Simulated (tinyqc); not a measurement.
Worked calculation: Wannier function of the lower band of a two-orbital chain. Values are carried at full precision from step to step, so a last printed digit may differ when a step is redone from the rounded ones.

H(k) = [[-d/2 - 2 ta cos k, -t1 - t2 exp(-ik)], [-t1 - t2 exp(ik), d/2 - 2 tb cos k]], k in 1/a, Bloch sums with exp(ikR) and without the positions inside the cell. Mesh k_j = 2 pi j/N. Projection gauge: each lower eigenvector u is multiplied by the phase that makes <trial|u> real and positive (the one-band case of Loewdin orthogonalisation). Wannier amplitudes w(R) = (1/N) sum_k exp(ikR) u(k); hoppings H(R) = (1/N) sum_k exp(-ikR) E(k).

Values chosen for the exercise:
```
symbol  value  unit      meaning
d       0.25   eV        A at -d/2, B at +d/2
t1      1.9    eV        A-B in the cell
t2      1.67   eV        B to A of the next cell
ta      -0.08  eV        A-A between cells
tb      0.07   eV        B-B between cells
N       6                k points
th      45     degrees   trial orbital cos(th) A + sin(th) B in cell 0
xb      0.47   a         position of B (A at 0)
a       5.8    angstrom  period
kq      2.63   1/a       point off the mesh
```

## Bloch states in the projection gauge

Diagonalise at each mesh point and fix the phase.

Mesh:
```
j  E lower (eV)  E upper (eV)               u_A               u_B  |<trial|u>|
0       -3.5601        3.5801           0.70463           0.70958       1.0000
1       -3.0893        3.0993  0.69216-0.17027i  0.68039+0.17027i       0.9705
2       -1.8122        1.8022  0.67423-0.31740i  0.58645+0.31740i       0.8914
3       -0.3685        0.3485           0.93997           0.34126       0.9060
4       -1.8122        1.8022  0.67423+0.31740i  0.58645-0.31740i       0.8914
5       -3.0893        3.0993  0.69216+0.17027i  0.68039-0.17027i       0.9705
```

The projection is smallest at j = 2 and 4 (0.8914); the gauge is smooth as long as it stays away from zero.

## The Wannier function

w(R) = (1/N) sum_j exp(2 pi i j R/N) u_j, for the N cells nearest the origin; it is real.

Amplitudes:
```
R      on A     on B
-2   0.0888  -0.0785
-1  -0.1770   0.2178
0    0.7296   0.5974
1    0.1045  -0.0637
2    0.0039   0.0065
3   -0.0452   0.0301
```

norm = 1.0000

Cell 0 holds 88.9 % of the weight.

## Centre and spread in real space

Point-like orbitals at R (A) and R + xb (B): centre <x>, spread <x^2> - <x>^2.

centre in units of a = 0.112
centre in angstrom = 0.652
spread = 6.935 angstrom^2

## The same from overlaps (Marzari-Vanderbilt)

b = 2 pi/N; M_j = u_j^+ diag(1, exp(-i b xb)) u_(j+1), with u_N = u_0. Centre = -(1/2 pi) sum arg M_j; gauge-invariant part Omega_I = (1/(N b^2)) sum (1 - |M_j|^2); gauge-dependent part Omega_D = (1/(N b^2)) sum (arg M_j + b centre)^2.

Overlaps:
```
j   |M_j|  arg M_j (rad)
0  0.9999        -0.2441
1  0.9987        -0.2187
2  0.7666         0.1418
3  0.7666         0.1418
4  0.9987        -0.2187
5  0.9999        -0.2441
```

centre from overlaps = 0.102 a
Omega_I = 0.1262 a^2
Omega_D = 0.0283 a^2

The centre is the Berry phase over 2 pi and does not depend on the trial orbital (modulo a). Omega_D is 18.3 % of the total; in one dimension a gauge that spreads the phase evenly removes it. The total is 0.1545 a^2, against 0.3861 a^2 (centre 0.099 a) in real space on 96 cells.

## Hoppings and interpolation

H(R) = (1/N) sum_j E_j cos(2 pi j R/N) for R = 0 to N/2. Interpolation: E(k) = H(0) + 2 sum H(R) cos(kR), the term R = N/2 of an even mesh counted once.

H(0), H(1), ... (eV): -2.2886  -0.7448  0.1621  -0.1062

interpolated E(kq) = -0.8171 eV

The exact value is -0.9735 eV; the interpolation is off by +156.4 meV. Though the chain has short hoppings, the single band has longer ones, made by paths through the other orbital, which the tails of the Wannier function carry.

## Checks

- Centre from overlaps against the real-space centre on 200 points: 0.09886 against 0.09885.
- Omega_I + Omega_D against the real-space spread on 200 points: 0.385 against 0.386.

Run: tinyqc, `OMP_NUM_THREADS=1 python tinyqc.py 1452147 1452148 out.jsonl`; Intel(R) Xeon(R) Processor @ 2.30GHz, one thread, shared host; about 0.2 s of CPU time with all checks.
